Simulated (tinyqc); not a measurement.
# Schottky barrier with interface states (Cowley-Sze model), image lowering and contact resistance, step by step

A worked calculation. Computed by tinyqc, a small Python program that keeps every step. Command: `OMP_NUM_THREADS=1 python tinyqc.py 3029775 3029776 out.jsonl pinning walk`. One thread of a shared host (Intel(R) Xeon(R) Processor @ 2.30GHz), about 0.01 s of CPU time with the checks. Intermediate numbers are printed to about 5 digits and carried at full precision; extremes and crossings named in words are read from the listed rows.

An n-type semiconductor under a metal. The barrier lies between the Schottky-Mott limit phi_M - chi and the Bardeen limit E_g - E_n, E_n being the neutrality level of the interface states; the space-charge term of the full Cowley-Sze expression is left out.

Inputs (values chosen for the exercise, with gap, mass and screening modelled on CdS):
```
quantity,value,unit
gap E_g,2.56,eV
electron affinity chi,4.33,eV
metal work function phi_M,5.71,eV
neutrality level E_n above the valence band,0.947,eV
interface-state density D,9.8e+13,cm^-2 eV^-1
dipole layer thickness delta,0.21,nm
dipole layer constant eps_i,1,-
dielectric constant eps_s,8.7,-
electron mass m_e,0.207,m_0
valleys M_c,1,-
donor density N,2.7e+15,cm^-3
temperature T,350,K
reverse bias V_r,1.7,V
```

Pinning factor from: interface states.

Constants: e = 1.602176634e-19 C; eps_0 = 8.8541878128e-12 F/m; k_B = 8.617333262e-05 eV/K; m_0 = 9.1093837015e-31 kg; k_B = 1.380649e-23 J/K; h = 6.62607015e-34 J s; hbar = 1.054571817e-34 J s.

## Pinning factor and barrier

S = 1/(1 + e^2 D delta/(eps_i eps_0)); for D per eV, e^2 D is the number e x D in SI units, with 1 cm^-2 = 1e4 m^-2. phi_B = S (phi_M - chi) + (1 - S)(E_g - E_n); the hole barrier is E_g - phi_B.

pinning factor S = 0.21169

Schottky-Mott barrier = 1.38 eV

Bardeen barrier = 1.613 eV

barrier phi_B = 1.5637 eV

hole barrier = 0.99632 eV

The contact is partly pinned.

## Depletion layer and image lowering under reverse bias

N_c = 2 M_c (2 pi m_e k_B T/h^2)^(3/2); xi = E_c - E_F solves N = N_c F_1/2(-xi/k_B T) (bisection; full ionisation). F_1/2(eta) = (2/sqrt(pi)) int_0^infinity sqrt(x)/(1 + exp(x - eta)) dx, by the trapezoid rule in t = sqrt(x) with step 0.02 up to t = 12 (for eta < -12 by exp(eta) - exp(2 eta)/2^(3/2)). V_bi = phi_B - xi; W = sqrt(2 eps_s eps_0 (V_bi + V_r - k_B T/e)/(e N)); field at the metal E_m = e N W/(eps_s eps_0); image lowering sqrt(e E_m/(4 pi eps_s eps_0)).

N_c = 2.9782e+18 cm^-3

xi = 0.21129 eV

built-in voltage V_bi = 1.3524 V

depletion width W = 1037.5 nm

field E_m = 58261 V/cm

image lowering = 0.031053 eV

## Thermionic current

A* = 4 pi e m_e M_c k_B^2/h^3 (a simple valley count); J_s = A* T^2 exp(-phi/k_B T). J_0 uses phi_B; the reverse current uses phi_B less the image lowering, times 1 - exp(-V_r/k_B T).

Richardson constant A* = 24.876 A cm^-2 K^-2

J_0 = 9.2887e-17 A/cm^2

thermionic reverse current = 2.6008e-16 A/cm^2

Image lowering raises the reverse current by a factor 2.80. Caution: so small an emission current is nominal: generation, tunnelling and edge leakage set the real one.

## Tunnelling scale and contact resistivity

E_00 = (e hbar/2) sqrt(N/(m_e eps_s eps_0)), E_0 = E_00 coth(E_00/k_B T); scaling form of the contact resistivity rho_c = (k_B/(e A* T)) exp(phi_B/E_0), which is the thermionic result when E_00 << k_B T and keeps only the leading exponential of tunnelling when E_00 >> k_B T; image lowering is left out of it.

E_00 = 7.1889e-04 eV

E_00/k_B T = 0.023835

E_0 = 0.030166 eV

contact resistivity rho_c = 3.2153e+14 ohm cm^2

With the usual bounds 0.5 and 5 on E_00/k_B T the regime is thermionic emission; so large a rho_c means a blocking contact.

## Choosing the metal

The formulas are those given above.

Against work function:
```
phi_M (eV),Schottky-Mott (eV),phi_B (eV),J_0 (A/cm^2),rho_c (ohm cm^2)
4.33,0.00,1.2716,1.4941e-12,2.0025e+10
4.56,0.23,1.3202,2.9739e-13,1.0058e+11
4.79,0.46,1.3689,5.9190e-14,5.0520e+11
5.02,0.69,1.4176,1.1781e-14,2.5375e+12
5.24,0.91,1.4642,2.5153e-15,1.1881e+13
5.47,1.14,1.5129,5.0062e-16,5.9677e+13
5.70,1.37,1.5616,9.9640e-17,2.9974e+14
5.93,1.60,1.6102,1.9832e-17,1.5055e+15
```

A span of 1.60 eV in work function moves the barrier by 0.339 eV (slope S = 0.212) and rho_c by 4.9 decades. The barrier equals its Schottky-Mott value only at phi_M = chi + E_g - E_n = 5.94 eV, where the interface states are neutral.

## Doping the contact

Regimes: thermionic below E_00/k_B T = 0.5, field emission above 5.

Against doping:
```
N (cm^-3),1e10/sqrt(N),E_00/k_B T,rho_c (ohm cm^2),regime
1.00e+16,1.0000e+02,4.5871e-02,3.1312e+14,thermionic emission
1.00e+17,3.1623e+01,1.4506e-01,2.2640e+14,thermionic emission
1.00e+18,1.0000e+01,4.5871e-01,1.1343e+13,thermionic emission
3.00e+18,5.7735e+00,7.9452e-01,5.3286e+10,thermionic-field emission
1.00e+19,3.1623e+00,1.4506e+00,7.9486e+05,thermionic-field emission
3.00e+19,1.8257e+00,2.5125e+00,6.9209e+00,thermionic-field emission
1.00e+20,1.0000e+00,4.5871e+00,7.9985e-04,thermionic-field emission
3.00e+20,5.7735e-01,7.9452e+00,6.7523e-06,field emission
1.00e+21,3.1623e-01,1.4506e+01,3.5296e-07,field emission
```

Even over the thermionic rows rho_c falls by a factor 28, since the barrier is many E_0 high, and then it falls faster, by 20.9 decades in all; in field emission ln rho_c is linear in 1/sqrt(N). It stays above 1e-7 ohm cm^2 at every listed doping.

Checks made by the program: charge in the layer against the field (relative difference below 1e-10).
